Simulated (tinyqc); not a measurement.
How far the derived k.p bands hold: k.p values derived from sp3s* tight binding at Gamma.

sp3s* tight binding, nearest neighbours only: anion (a) at 0, cation (c) at a/4 (1,1,1), orbitals s, px, py, pz, s* on each; k in units of 2 pi/a. With phases e_j = exp(i (pi/2) k.n_j) for n = (1,1,1), (1,-1,-1), (-1,1,-1), (-1,-1,1): g0 = (e1+e2+e3+e4)/4, g1 = (e1+e2-e3-e4)/4, g2 = (e1-e2+e3-e4)/4, g3 = (e1-e2-e3+e4)/4. The diagonal holds the levels Esa, Epa, Exa (s*) and Esc, Epc, Exc. Anion-cation block: <sa|sc> = Vss g0; <sa|xc> = Vsapc g1; <xa|sc> = -Vscpa g1; <xa|xc> = Vxx g0; <xa|yc> = <ya|xc> = Vxy g3, <xa|zc> = <za|xc> = Vxy g2, <ya|zc> = <za|yc> = Vxy g1; <s*a|xc> = Vxapc g1; <xa|s*c> = -Vpaxc g1; y and z take g2 and g3 in place of g1; s-s* and s*-s* vanish.

Constants: hbar^2/2m0 = 3.80998211 eV angstrom^2.

Inputs chosen for the exercise (near a published set for GaAs, fitted to gaps, whose masses and valley positions are rough; the results hold for these values, not for the real material):
```
symbol  value   unit      meaning
a       5.649   angstrom  lattice constant
Esa     -8.368  eV        s level of the anion
Epa     1.037   eV        p level of the anion
Esc     -2.643  eV        s level of the cation
Epc     3.639   eV        p level of the cation
Exa     8.63    eV        s* level of the anion
Exc     6.716   eV        s* level of the cation
Vss     -6.513  eV        s-s
Vxx     1.962   eV        px-px
Vxy     5.099   eV        px-py
Vsapc   4.489   eV        s anion, p cation
Vscpa   5.734   eV        s cation, p anion
Vxapc   4.813   eV        s* anion, p cation
Vpaxc   4.784   eV        p anion, s* cation
```

Couplings:
```
pair       P (eV angstrom)  E(first) - E(second) (eV)
S+ to P-          -7.61354                    1.62494
S+ to P+          -0.15357                   -3.08337
S- to P-           1.38960                  -12.60363
s*a to P-         -3.21470                    8.64615
s*c to P-          5.95283                    6.73215
```

mass = 0.12820 m0

L, M, N (eV angstrom^2): -40.3478  -9.3829  -44.5164

Along [100]: level 5 and level 2 of the full matrix against parabolas c k^2/m and L k^2, and against the two-level form that keeps S+ and the x state of P- exactly, [[EG + (c/m - P^2/EG) k^2, P k], [P k, (L + P^2/EG) k^2]]. Energies from Ev.

Levels (eV):
```
k (1/angstrom)  c: full  c: parabola  c: two-level  v: full  v: parabola  v: two-level
0.02             1.6367       1.6368        1.6367  -0.0160      -0.0161       -0.0160
0.04             1.6705       1.6725        1.6707  -0.0626      -0.0646       -0.0627
0.06             1.7227       1.7319        1.7234  -0.1360      -0.1453       -0.1367
0.09             1.8252       1.8657        1.8283  -0.2864      -0.3268       -0.2895
0.12             1.9440       2.0529        1.9525  -0.4721      -0.5810       -0.4806
0.16             2.1097       2.3857        2.1317  -0.7567      -1.0329       -0.7788
0.30             2.5940       4.2997        2.7398  -1.9136      -3.6313       -2.0714
```

Give the missing row, k (1/angstrom) = 0.20.

Computed row:
```
k (1/angstrom)  c: full  c: parabola  c: two-level  v: full  v: parabola  v: two-level
0.20             2.2695       2.8137        2.3139  -1.0688      -1.6139       -1.1141
```

The conduction parabola stays within 10 meV up to k = 0.06 and the two-level form up to 0.12; for the light valence band, 0.06 and 0.12 (1/angstrom, among these rows; a dash would mean not even the first). At 0.2 the errors are +544 and +44 meV for the conduction band. Keeping the strongest coupling exactly removes most of that error; the rest comes from higher bands and from the lattice.

Run: tinyqc, `OMP_NUM_THREADS=1 python tinyqc.py 1481434 1481435 out.jsonl`; Intel(R) Xeon(R) Processor @ 2.30GHz, one thread, shared host; about 0.01 s of CPU time with all checks.
